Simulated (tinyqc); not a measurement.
Scaling with the misfit: strain-driven roughening and islands of a mismatched epitaxial film. Computed by tinyqc, a small Python program. Command: `OMP_NUM_THREADS=1 python tinyqc.py 3028538 3028539 out.jsonl island walk`. One thread of a shared host (Intel(R) Xeon(R) Processor @ 2.30GHz), about 0.01 s of CPU time with the checks.

Film and substrate share isotropic elastic constants; the film is coherent and biaxially strained.

Inputs (values chosen for the exercise, modelled on Si(0.5)Ge(0.5) on Si): misfit |f| = 0.02; shear modulus G = 55.9 GPa; Poisson ratio nu = 0.24; surface energy gamma = 1.14 J/m^2; contact angle of the shallow shape theta_1 = 13.7 degrees; contact angle of the steep shape theta_2 = 24.3 degrees; facet energy of shape 1 over gamma = 1.008; facet energy of shape 2 over gamma = 0.9837; surface mobility D_s nu_s Omega^2/(k_B T) = 6.4e-34 m^6/(J s).

Transport: surface diffusion.

Constants: e = 1.602176634e-19 C.

Method:
- M = 2 G (1 + nu)/(1 - nu); stress = M f; energy density w = M f^2.
- A ripple A cos(k x) has the surface chemical potential per volume [gamma k^2 - 2 (1 + nu) w k] A cos(k x), so k_c = 2 (1 + nu) w/gamma. With surface diffusion the amplitude grows at the rate q = B k^2 [2 (1 + nu) w k - gamma k^2], fastest at k_m = (3/4) k_c. B is the surface mobility.
- Shallow faceted island (Tersoff form): E = 4 Gam V^(2/3) tan^(1/3)(theta) - 6 c V tan(theta), Gam = gamma [x/sin(theta) - 1/tan(theta)], x the facet energy over gamma, c = stress^2 (1 - nu)/(2 pi G).
- The barrier is the maximum of E, at V_c = [4 Gam/(9 c)]^3 / tan^2(theta) (1 GPa nm = 1 J/m^2).
- V_c = [4 Gam/(9 c)]^3/tan^2(theta), barrier = (4/3) Gam V_c^(2/3) tan^(1/3)(theta); the growth time is 1/q at k_m.

fastest wavelength = 52.7791 nm

growth time 1/q at k_m = 20.4722 s

critical volume, shape 1 = 334.054 nm^3

barrier, shape 1 = 43.9134 eV

Misfit scaled at fixed constants:
```
|f| (%)  fastest wavelength (nm)  growth time (s)  V_c of shape 1 (nm^3)  barrier of shape 1 (eV)
0.5                       844.47       1.3417e+06             1.3683e+06               1.1242e+04
0.7                       430.85       9.0912e+04             1.8172e+05               2.9263e+03
1.0                       211.12       5.2409e+03             2.1379e+04               7.0261e+02
1.4                       107.71       3.5512e+02             2.8394e+03               1.8290e+02
2.0                        52.78       2.0472e+01             3.3405e+02               4.3913e+01
2.8                        26.93       1.3872e+00             4.4366e+01               1.1431e+01
```

Halving the misfit stretches the wavelength 4 times, the barrier 16 times, the volume 64 times and the time 256 times: f^(-2), f^(-4), f^(-6), f^(-8). Over these rows the time spans 6.0 decades: strongly mismatched films tend to roughen first, while dilute alloys have time to stay flat. Rows with wavelengths under 10 nm or volumes under 5 nm^3 are beyond the continuum picture.

Extremes, crossings and ranges named in words are read from the listed rows.
